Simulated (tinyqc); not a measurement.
# IGBT as a p-i-n diode in series with a MOS channel, on-state and switching loss: effect of the channel and accumulation resistance

High injection (n = p) in a drift layer from x = -W/2 (anode) to +W/2 (cathode side), recombination only in the layer with lifetime tau, ideal emitters. The channel feeds the cathode side and carries the whole current. Auger recombination, carrier-carrier scattering, emitter losses and the carrier dip under the p body are left out.

b = mn/mp, B = (b - 1)/(b + 1), La = sqrt(2 Vt mn mp tau/(mn + mp)), y = W/(2 La). n(x) = (tau J/(2 q La))[cosh(x/La)/sinh y - B sinh(x/La)/cosh y]. Vm = Vt [(8 b/(b + 1)^2)(sinh y/s) arctan(s sinh y) + B ln((1 + B tanh^2 y)/(1 - B tanh^2 y))], s = sqrt(1 - B^2 tanh^2 y); Vj = Vt ln(n(-W/2) n(W/2)/ni^2), ni = sqrt(Nc Nv) exp(-Eg/(2 Vt)), Eg in volts; Vc = J Rch; Von = Vm + Vj + Vc. Stored charge tau J, turn-off energy Eoff = ks tau J Vdc, loss at half duty 0.5 J Von + f Eoff. A unipolar device on the same layer has Vu = J (W/(q mn Nd) + Rch).

Parameters, values chosen for the exercise; material values close to those of silicon:
- T = 300 K (temperature)
- Eg = 1.12 eV (band gap)
- Nc = 2.77e19 cm^-3 (conduction-band density of states at T)
- Nv = 2.63e19 cm^-3 (valence-band density of states at T)
- mn = 1400 cm^2/(V s) (electron mobility)
- mp = 480 cm^2/(V s) (hole mobility)
- W = 350 um (width of the drift layer)
- Nd = 1.8e13 cm^-3 (doping of the drift layer)
- tau = 15 us (high-injection lifetime)
- J = 30 A/cm^2 (current density)
- Vdc = 1800 V (link voltage)
- ks = 0.11 (turn-off energy per stored charge and link voltage)
- f = 20 kHz (switching frequency)

Constants: q = 1.602176634e-19 C, kB = 1.380649e-23 J/K, Vt = kB T/q. Results are converted to the units shown.

The same in every row: y = 1.051; Eoff (mJ/cm^2) = 89.10.

Result of one run:

| Rch (mohm cm^2) | Von (V) | Vu (V) | total loss (W/cm^2) |
|---|---|---|---|
| 3.1 | 0.9788 | 260.2 | 1797 |

What becomes of these results when the channel and accumulation resistance Rch is changed from 3.1 to 0.4 mohm cm^2, all else the same?

Result of the changed run:

| Rch (mohm cm^2) | Von (V) | Vu (V) | total loss (W/cm^2) |
|---|---|---|---|
| 0.4 | 0.8978 | 260.1 | 1795 |

The whole series:

| Rch (mohm cm^2) | Von (V) | Vu (V) | total loss (W/cm^2) |
|---|---|---|---|
| 0.2 | 0.8918 | 260.1 | 1795 |
| 0.4 | 0.8978 | 260.1 | 1795 |
| 0.78 | 0.9092 | 260.1 | 1796 |
| 1.5 | 0.9308 | 260.1 | 1796 |
| 3.1 | 0.9788 | 260.2 | 1797 |
| 6.1 | 1.069 | 260.2 | 1798 |
| 12 | 1.246 | 260.4 | 1801 |

As Rch goes from 0.2 to 12 mohm cm^2, Von rises from 0.892 to 1.25 V, Eoff stays at 89.1 mJ/cm^2 and the total loss stays near 1800 W/cm^2. Von is below Vu in 7 of the 7 rows.

Program tinyqc, `OMP_NUM_THREADS=1 python tinyqc.py 2590002 2590003 out.jsonl`; Intel Xeon 2.30GHz, shared host, one thread, about 0.01 s.
